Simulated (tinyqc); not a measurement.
Inside a calculation. Method: coherent transport through a tight-binding region between two chains. Computed by tinyqc, a small Python program that keeps every step. Settings: temperature = 77, mu = -0.23. Command: `OMP_NUM_THREADS=1 python tinyqc.py 24541 24542 out.jsonl` (the two numbers bound the seeds that draw the settings). One thread of a shared host (Intel(R) Xeon(R) Processor @ 2.60GHz), about 0.07 s of CPU time with the checks.

## Transmission at E = -0.65 eV

H of the central region (eV), lower triangle:
```
,1,2,3
1,0.000000
2,-0.770000,0.000000
3,0.000000,-0.770000,0.000000
```

Leads: semi-infinite chains with site energy 0:
```
parameter,value
lead hopping t (eV),1.460000
coupling to the left lead (eV),0.300000
coupling to the right lead (eV),1.430000
left contact site,1
right contact site,3
```

E = -0.650000 eV

Surface Green function g = (E - i sqrt(4 t^2 - E^2)) / (2 t^2); self-energy tc^2 g on each contact site; G = (E - H - Sigma)^(-1); Gamma = -2 Im Sigma; T = Gamma_L Gamma_R |G_LR|^2; local density of states -Im G_ii / pi.

g = -0.152468-0.667746i 1/eV

G (1/eV), lower triangle:
```
,1,2,3
1,0.172541-1.712901i
2,1.307589-1.428896i,0.968984-1.282802i
3,0.931268+0.506690i,0.809085+0.346011i,-0.248274-0.214602i
```

local density of states (1/eV): 0.545233  0.408329  0.068310

transmission = 0.368945

## Transmission across the band

The same steps on a grid of energies.

T(E):
```
E (eV),T
-2.77400000,0.000148
-2.49660000,0.000672
-2.21920000,0.001847
-1.94180000,0.004650
-1.66440000,0.012136
-1.38700000,0.036145
-1.10960000,0.134491
-0.83220000,0.409449
-0.55480000,0.302313
-0.27740000,0.188513
0.00000000,0.161517
0.27740000,0.188513
0.55480000,0.302313
0.83220000,0.409449
1.10960000,0.134491
1.38700000,0.036145
1.66440000,0.012136
1.94180000,0.004650
2.21920000,0.001847
2.49660000,0.000672
2.77400000,0.000148
```

levels of the isolated region (eV): -1.088944  0.000000  1.088944

## Current

I = (2e/h) int T(E) [f(E - mu - V/2) - f(E - mu + V/2)] dE at 77 K with mu = -0.23 eV, the bias not changing H; 2e^2/h = 77.48092 microsiemens; the integral runs over the band on 4001 points.

Current:
```
V (volt),I (microampere)
0.010000,0.139149
0.050000,0.696099
0.100000,1.394419
0.200000,2.806735
0.400000,5.760691
0.800000,12.796360
```
